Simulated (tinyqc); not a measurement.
Scattering rates of a carrier in a spherical band by Fermi's golden rule: one step, computed by the program tinyqc.

All processes here are isotropic or elastic, and the rate listed is the momentum relaxation rate.

Problem. Optical or intervalley phonons. Kane band: hbar^2 k^2/(2 m) = E (1 + alpha E), speed v = hbar k/(m (1 + 2 alpha E)), states per spin, volume and energy g(E) = m k (1 + 2 alpha E)/(2 pi^2 hbar^2); overlap factors are set to 1. Masses are multiplied by m_0 and all formulas are in SI units. Phonon occupation N_q = 1/(exp(hbar w/(k_B T)) - 1). Optical or intervalley deformation potential: 1/tau = (pi Z_f D_o^2/(rho w)) [N_q g(E + hbar w) + (N_q + 1) g(E - hbar w)], with g = 0 below the band edge.

Inputs (values chosen for the exercise, modelled on holes in germanium):
```
quantity                                          value       unit
density-of-states mass of one valley m            0.297        m_0
non-parabolicity alpha                             0.28       1/eV
density rho                                        5323     kg/m^3
phonon energy hbar w                               37.6        meV
optical or intervalley deformation potential D_o    8.9  1e8 eV/cm
final valleys Z_f                                     1          -
temperature T                                       100          K
carrier energy E                                    340        meV
```

Crystal: non-polar. Band: Kane. Impurity formula: Conwell-Weisskopf. Further scattering: neutral impurities.

Constants: e = 1.602176634e-19 C; hbar = 6.582119569e-16 eV s; k_B = 8.617333262e-05 eV/K; m_0 = 9.1093837015e-31 kg; hbar = 1.054571817e-34 J s.

Give: absorption rate; emission rate.

Solution.

absorption rate = 7.300e+10 1/s

emission rate = 4.903e+12 1/s

Emission is 67.2 times absorption here.
